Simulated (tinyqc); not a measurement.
Atomic layer deposition: Langmuir saturation, growth per cycle and coating of deep features: one step, computed by the program tinyqc. Command: `OMP_NUM_THREADS=1 python tinyqc.py 3029367 3029368 out.jsonl ald walk`. One thread of a shared host (Intel(R) Xeon(R) Processor @ 2.30GHz), about 0.02 s of CPU time with the checks.

Precursor A sticks only on free sites, so a long enough pulse saturates; co-reactant B then frees the sites again.

Task: Flux and saturation time. Wall flux F = p/sqrt(2 pi M k_B T); rate of filling k_a = beta F/q; desorption k_d = 1e13 exp(-E_d/(k_B T)) per second. 1/m^2 = 1e-18/nm^2. Temperatures in kelvin are T(C) + 273.15.

Inputs (values chosen for the exercise, modelled on aluminium oxide from trimethylaluminium and water): precursor mass M = 72 u; site density q = 4.9 1/nm^2; sticking probability beta on free sites = 0.0047; precursor pressure p = 0.65 Pa; temperature T = 250 C; desorption energy E_d = 1.99 eV.

Constants: u = 1.6605390666e-27 kg; k_B = 1.380649e-23 J/K; k_B = 8.617333262e-05 eV/K.

Give: flux F; k_a; k_d; time to 99 % without desorption, ln(100)/k_a.

Result:

flux F = 8824 1/(nm^2 s)

k_a = 8.464 1/s

k_d = 6.750e-07 1/s

time to 99 % without desorption, ln(100)/k_a = 0.5441 s
